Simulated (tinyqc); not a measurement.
Heavy doping: gap narrowing, degeneracy and the minority density: one step. Product and minority density.

Majority: N = Nc F_1/2(eta), eta the distance of EF beyond the majority band edge in kT. Degeneracy factor gam = F_1/2(eta)/exp(eta). ni0^2 = Nc Nv exp(-Eg/kT); product n p = ni0^2 gam exp(dEg/kT), dEg the true narrowing; apparent narrowing dEa = dEg + kT ln gam; minority density = n p/N.

Constants: kB = 8.617333262e-05 eV/K.

Values chosen for the exercise (gap and densities of states near those of Si at this temperature; narrowing constants near the fits for Si; shifted at random, so the results belong to these values and not to a real crystal):
```
symbol  value     unit    meaning
N       2.5e+19   1/cm^3  ionised donors, equal to the majority density
Eg      1.109     eV      gap
Nc      4.28e+19  1/cm^3  conduction-band density of states
Nv      1.89e+19  1/cm^3  valence-band density of states
T       400       K
```

dEg (empirical fit) = 68.7466 meV
gam = 0.814765

Task: Combine both effects.

Give: ni0; exp(dEg/kT); dEa; sqrt(n p); minority density.

Result:

ni0 = 2.93e+12 1/cm^3
exp(dEg/kT) = 7.35
dEa = 61.7 meV
sqrt(n p) = 7.18e+12 1/cm^3
minority density = 2.06e+06 1/cm^3

Narrowing multiplies the product by 7.35 and degeneracy by 0.815; together they change the minority density by a factor 5.99 against ni0^2/N.

Run: tinyqc, `OMP_NUM_THREADS=1 python tinyqc.py 1680729 1680730 out.jsonl`; Intel(R) Xeon(R) Processor @ 2.30GHz, one thread, shared host; about 0.01 s of CPU time with all checks.
